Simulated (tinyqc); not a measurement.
Inside a calculation. Method: CIS on RHF in the 6-31g basis, for H2, spin multiplicity 1. One step of it, computed by the program tinyqc.

Task: CIS singlet states. Diagonalise A (1 hartree = 27.211386 eV); each vector has its largest component positive (the first on a tie). The transition dipole is mu = sqrt2 sum c_ia <i|r|a>.

CIS matrix A, singlet (hartree):
```
,1>2,1>3,1>4
1>2,0.590525,0.000000,-0.011469
1>3,0.000000,1.045238,0.000000
1>4,-0.011469,0.000000,1.730484
```

dipole integrals <i|r|a> (bohr):
```
,x,y,z
1>2,0.000000,0.000000,-0.955050
1>3,0.000000,0.000000,0.000000
1>4,0.000000,0.000000,0.242537
```

Give: singlet excitation energies; lowest vectors; oscillator strengths 2/3 w |mu|^2.

Result:

singlet excitation energies (eV): 16.066  28.442  47.092

lowest vectors:
```
,state 1,state 2,state 3
1>2,1.000,0.000,-0.010
1>3,0.000,1.000,0.000
1>4,0.010,0.000,1.000
```

oscillator strengths 2/3 w |mu|^2: 0.714  0.000  0.147
